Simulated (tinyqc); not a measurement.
Rapid thermal processing of a wafer: radiative balance, ramp and cooling, pattern effects, pyrometer error and spike budget: one step, computed by the program tinyqc. Command: `OMP_NUM_THREADS=1 python tinyqc.py 3112683 3112684 out.jsonl rtp walk`. One thread of a shared host (Intel(R) Xeon(R) Processor @ 2.30GHz), about 0.04 s of CPU time with the checks.

The wafer is opaque and uniform through its thickness unless said otherwise; temperatures in formulas are in kelvin (C + 273.15). sigma = 5.670374419e-12 W/(cm^2 K^4).

Task: Pattern effect. At steady state a sinusoidal change of absorbed power of relative amplitude a and period p gives the temperature amplitude a q/(dq/dT + k d (2 pi/p)^2); healing length l = sqrt(k d/(dq/dT)); process change = E_a dT/(k_B T^2). Emissivity is taken as unchanged.

Inputs (values chosen for the exercise, modelled on a hot silicon wafer):
```
quantity                                        value        unit
wafer thickness d                                 625  micrometre
thermal conductivity k                           0.29    W/(cm K)
wall temperature T_w                              350           K
process temperature                              1030           C
relative change of absorptivity over a pattern    4.1           %
period of the pattern                              35          mm
activation energy of the process E_a              2.7          eV
```

dq/dT = 43.67132 mW/(cm^2 K)

holding power q = 18.43113 W/cm^2

Constants: k_B = 8.617333262e-05 eV/K.

Give: healing length l; amplitude without lateral conduction; amplitude; change of the process rate.

Result:

healing length l = 6.442 mm

amplitude without lateral conduction = 17.30 K

amplitude = 7.403 K

change of the process rate = 13.66 %

Lateral conduction cuts the amplitude to 43 %, since p/(2 pi l) = 0.86.
